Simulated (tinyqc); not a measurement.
From results to parameters: two-site tight-binding chain. Computed by the program tinyqc.

Problem. A two-site chain has site energies +delta (A) and -delta (B) and hoppings t1 > t2 > 0, so E = +/- sqrt(delta^2 + |t1 + t2 exp(-ika)|^2). Find delta, t1 and t2.

upper band at k = 0 = 3.832754 eV
upper band at the zone edge = 1.833576 eV
weight of the upper band on site A at the zone edge = 0.887222

Solution. The weight on A is (1 + delta/E)/2, which gives delta; then t1 + t2 = sqrt(E(0)^2 - delta^2) and t1 - t2 = sqrt(E(edge)^2 - delta^2).

delta, t1, t2 (eV): 1.4200  2.3600  1.2000
